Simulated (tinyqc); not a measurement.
# Mobility and doping from two currents

Inverse problem. A trap-free film with injecting contacts is fitted, with diffusion neglected, by J = q mu N V/Lf + (9/8) eps0 eps_r mu V^2/Lf^3. Find mu, N and the voltage at which both terms are equal.

Parameters, values chosen for the exercise:
- eps_r = 11.7 (relative permittivity)
- Lf = 1100 nm (film thickness)

Constants: q = 1.602176634e-19 C, eps0 = 8.8541878128e-14 F/cm where lengths are in cm. Results are converted to the units shown.

J at 3.9 and 9 V (A/cm^2): [54.028124, 188.98484]

Solution. J/V is a straight line in V: the slope gives mu and the intercept mu N.

mu = 1.60 cm^2/(V s)
N = 3.60e15 cm^-3
crossover voltage = 5.99 V

Computed by the program tinyqc: `OMP_NUM_THREADS=1 python tinyqc.py 2730069 2730070 out.jsonl`, one thread of a shared Intel Xeon 2.30GHz, about 2 s for the whole run.
